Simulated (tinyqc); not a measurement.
Energy relaxation with and without hot phonons: decay of LO phonons and the hot-phonon bottleneck in the cooling of electrons. Computed by tinyqc, a small Python program. Command: `OMP_NUM_THREADS=1 python tinyqc.py 3012979 3012980 out.jsonl hotphonon walk`. One thread of a shared host (Intel(R) Xeon(R) Processor @ 2.30GHz), about 0.01 s of CPU time with the checks.

n(E, T) = 1/(exp(E/(k_B T)) - 1) is the Bose occupation. Electrons have a temperature T_e; the LO modes within their reach share one occupation N; the decay products stay at the lattice temperature.

Inputs (values chosen for the exercise, modelled on silicon carbide): LO energy hbar omega = 122 meV; lifetime at T = 0, tau_0 = 3 ps; share f of the energy in the softer product = 0.4; lattice temperature T = 150 K; electron mass m* = 0.34 m_0; eps_inf = 6.54; static dielectric constant eps_s = 9.71; electron density n = 4.5e+17 1/cm^3; density of LO modes that the electrons reach, N_m = 1.8e+19 1/cm^3.

Decay channel: two unequal phonons (Ridley).

Constants: k_B = 8.617333262e-05 eV/K; c = 299792458 m/s; e^2/(4 pi eps_0) = 14.39964548 eV angstrom; hbar^2/(2 m_0) = 3.80998212 eV angstrom^2; hbar = 6.582119569e-16 eV s; e = 1.602176634e-19 C; k_B = 1.380649e-23 J/K.

Method:
- Decay rate 1/tau = (1/tau_0) [1 + n(f hbar omega) + n((1 - f) hbar omega)].
- Full width Gamma = 1/(2 pi c tau) in 1/cm, c in cm/s.
- Froehlich coupling alpha = (e^2/(4 pi eps_0)) (1/eps_inf - 1/eps_s) k_0/(2 hbar omega), k_0 = sqrt(m* hbar omega/(hbar^2/(2 m_0))); emission time tau_sp = hbar/(2 alpha hbar omega); bottleneck ratio r = (n/N_m) tau/tau_sp.
- Net emission per electron: [(N + 1) x - N]/tau_sp with x = exp(-hbar omega/(k_B T_e)), a simple two-level balance; steady state of the modes: n [(N + 1) x - N]/tau_sp = N_m (N - N_0)/tau; power per electron P = hbar omega [(N + 1) x - N]/tau_sp.
- P(T_e) = (hbar omega/tau_sp) [(N_0 + 1) x - N_0]/[1 + r (1 - x)], and r = 0 without hot phonons; energy relaxation time tau_E = (3/2) k_B (T_e - T)/P.

emission time tau_sp = 8.77594 fs

equilibrium LO occupation N_0 = 7.96187e-05

bottleneck ratio r = 8.32180

phonon lifetime tau = 2.92127 ps

Cooling:
```
T_e (K)  P, cold phonons (nW)  P, hot phonons (nW)   ratio  tau_E (ps)           N
180                   0.67766             0.072721  9.3186      8.5435  3.5133e-04
230                    4.5491              0.48894  9.3041      3.3885   0.0019064
300                    19.697               2.1300  9.2476      1.4584   0.0080380
450                    95.646               10.670  8.9638     0.58227    0.039947
650                    252.10               30.086  8.3793     0.34417     0.11249
950                    501.70               67.371  7.4468     0.24592     0.25180
1450                   838.85               135.58  6.1872     0.19858     0.50664
2150                   1152.8               229.92  5.0142     0.18015     0.85911
```

What does the comparison show, and why?

Reabsorption cuts the loss by a factor 9.32 at the lowest T_e and 5.01 at the highest; the factor is 1 + r (1 - x) with r = 8.32. tau_E runs from 8.5 to 0.18 ps, with its shortest value, 0.18 ps, at T_e = 2150 K, against tau_sp = 8.8 fs and a phonon lifetime of 2.9 ps. For r (1 - x) much above 1 the loss tends to hbar omega (N_m/n)(n(hbar omega, T_e) - N_0)/tau, in which tau_sp no longer appears. Pauli blocking is left out, as are upper valleys and non-parabolic bands, which can matter above about 1000 K.

Extremes, crossings and ranges named in words are read from the listed rows.
